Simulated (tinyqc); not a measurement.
Worked calculation: UHF in the 3-21g basis, for H2, spin multiplicity 1. One step of it, computed by the program tinyqc.

Problem. Iteration 1: building the Fock matrix. J_ij = sum D_kl (ij|kl) with D = D(alpha) + D(beta), K_ij = sum D_kl (ik|jl) for each spin; F = H + J - K(s); E = tr D H + tr D J / 2 - 0.5 sum_s tr D(s) K(s) + E_nn.

D(alpha) at the start, lower triangle:
```
          1H 1s     1H 2s     2H 1s     2H 2s
1H 1s  0.180318
1H 2s  0.197860  0.217109
2H 1s  0.122101  0.133980  0.082680
2H 2s  0.025674  0.028172  0.017385  0.003656
```

D(beta) at the start, lower triangle:
```
          1H 1s     1H 2s     2H 1s     2H 2s
1H 1s  0.082680
1H 2s  0.017385  0.003656
2H 1s  0.122101  0.025674  0.180318
2H 2s  0.133980  0.028172  0.197860  0.217109
```

core Hamiltonian H = T + V (hartree), lower triangle:
```
           1H 1s      1H 2s      2H 1s      2H 2s
1H 1s  -0.751547
1H 2s  -0.859527  -0.907437
2H 1s  -0.516580  -0.629901  -0.751547
2H 2s  -0.629901  -0.782686  -0.859527  -0.907437
```

Two-electron integrals (ij|kl) in chemists' order, unique and non-zero (hartree):
```
(11|11) 1.140145   (21|11) 0.611403   (21|21) 0.345152   (22|11) 0.626370
(22|21) 0.380329   (22|22) 0.482957   (31|11) 0.229501   (31|21) 0.132199
(31|22) 0.149835   (31|31) 0.070039   (32|11) 0.261229   (32|21) 0.160078
(32|22) 0.204591   (32|31) 0.091393   (32|32) 0.140181   (33|11) 0.569458
(33|21) 0.357839   (33|22) 0.478134   (33|31) 0.229501   (33|32) 0.381887
(33|33) 1.140145   (41|11) 0.381887   (41|21) 0.216684   (41|22) 0.240815
(41|31) 0.091393   (41|32) 0.113449   (41|33) 0.261229   (41|41) 0.140181
(42|11) 0.443408   (42|21) 0.271498   (42|22) 0.352141   (42|31) 0.122684
(42|32) 0.179809   (42|33) 0.443408   (42|41) 0.179809   (42|42) 0.280620
(43|11) 0.357839   (43|21) 0.223442   (43|22) 0.298572   (43|31) 0.132199
(43|32) 0.216684   (43|33) 0.611403   (43|41) 0.160078   (43|42) 0.271498
(43|43) 0.345152   (44|11) 0.478134   (44|21) 0.298572   (44|22) 0.408128
(44|31) 0.149835   (44|32) 0.240815   (44|33) 0.626370   (44|41) 0.204591
(44|42) 0.352141   (44|43) 0.380329   (44|44) 0.482957
```

nuclear repulsion = 0.58087509 hartree

Give: Coulomb J; exchange K(alpha); exchange K(beta); F(alpha); F(beta); total energy of this density.

Solution.

Coulomb J (hartree), lower triangle:
```
        1H 1s   1H 2s   2H 1s   2H 2s
1H 1s  1.4781
1H 2s  0.8650  1.0345
2H 1s  0.4071  0.5755  1.4781
2H 2s  0.5755  0.8288  0.8650  1.0345
```

exchange K(alpha) (hartree), lower triangle:
```
        1H 1s   1H 2s   2H 1s   2H 2s
1H 1s  0.6552
1H 2s  0.5183  0.4642
2H 1s  0.3397  0.3337  0.3734
2H 2s  0.4061  0.3819  0.3299  0.3431
```

exchange K(beta) (hartree), lower triangle:
```
        1H 1s   1H 2s   2H 1s   2H 2s
1H 1s  0.3734
1H 2s  0.3299  0.3431
2H 1s  0.3397  0.4061  0.6552
2H 2s  0.3337  0.3819  0.5183  0.4642
```

F(alpha) (hartree), lower triangle:
```
         1H 1s    1H 2s    2H 1s    2H 2s
1H 1s   0.0713
1H 2s  -0.5128  -0.3370
2H 1s  -0.4492  -0.3880   0.3532
2H 2s  -0.4604  -0.3358  -0.3244  -0.2160
```

F(beta) (hartree), lower triangle:
```
         1H 1s    1H 2s    2H 1s    2H 2s
1H 1s   0.3532
1H 2s  -0.3244  -0.2160
2H 1s  -0.4492  -0.4604   0.0713
2H 2s  -0.3880  -0.3358  -0.5128  -0.3370
```

total energy of this density = -1.060847 hartree
